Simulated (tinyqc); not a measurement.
# Electron continuity equation in a given potential, Scharfetter-Gummel discretisation: current and errors against the applied potential

Steady state in one dimension: J = q mu n E + q D dn/dx with E = -dpsi/dx and D = mu Vt, dJ/dx = 0, fixed densities nL and nR at the ends. The potential is given, psi = U (x/L)^2, and is not changed by the electrons.

8 equal intervals. Fluxes J_i = (q D/h)(n_(i+1) P_i - n_i Q_i), d_i = (psi_(i+1) - psi_i)/Vt: Scharfetter-Gummel P = B(d), Q = B(-d), B(d) = d/(exp(d) - 1); central P = 1 - d/2, Q = 1 + d/2; upwind P = 1 + max(-d, 0), Q = 1 + max(d, 0). Balance at each inner node: J_i - J_(i-1) = 0. The reference is Scharfetter-Gummel on 4000 intervals or more. Errors are those of J on the first interval against the reference at its midpoint; errors under 1e-6 % are printed as 0.

Inputs (values chosen for the exercise); mobility close to that of germanium at room temperature:
```
symbol   value        unit               meaning
T          300           K           temperature
mu        3970  cm^2/(V s)     electron mobility
L          7.3          um  length of the region
nL      7.1e12       cm^-3      density at x = 0
nR           0       cm^-3      density at x = L
```

Constants: q = 1.602176634e-19 C, kB = 1.380649e-23 J/K, Vt = kB T/q. Results are converted to the units shown.

Result of one run:
```
U (V)	largest |d|	reference J (A/cm^2)	SG error (%)	central error (%)	upwind error (%)	most negative central n (cm^-3), 0 if none
-0.01	0.09066	-0.1396	-0.101	-0.133	2.77	0
```

What becomes of these results when the potential difference psi(L) - psi(0) U is changed from -0.01 to -0.041 V, all else the same?

Result of the changed run:
```
U (V)	largest |d|	reference J (A/cm^2)	SG error (%)	central error (%)	upwind error (%)	most negative central n (cm^-3), 0 if none
-0.041	0.3717	-0.08355	-0.411	-1.41	19.3	0
```

The whole series:
```
U (V)	largest |d|	reference J (A/cm^2)	SG error (%)	central error (%)	upwind error (%)	most negative central n (cm^-3), 0 if none
-0.01	0.09066	-0.1396	-0.101	-0.133	2.77	0
-0.041	0.3717	-0.08355	-0.411	-1.41	19.3	0
-0.1	0.9066	-0.02132	-0.991	-15.0	118	0
-0.21	1.904	-7.136e-4	-1.98	-95.3	1510	0
-0.31	2.810	-2.267e-5	-2.73	-112	1.64e4	-3.10e8
-0.45	4.080	-1.488e-7	-3.54	1.03e4	6.68e5	-1.11e9
```

The reference current rises from -0.140 to -1.49e-7 A/cm^2. The largest errors in size are 3.5 % (Scharfetter-Gummel), 10000 % (central) and 6.7e5 % (upwind). Central differences give negative densities for U = -0.31, -0.45 V; these rows have |d| above 2, which makes negative values possible though not certain.

Computed by the program tinyqc: `OMP_NUM_THREADS=1 python tinyqc.py 2220115 2220116 out.jsonl`, one thread of a shared Intel Xeon 2.30GHz, about 0.01 s for the whole run.
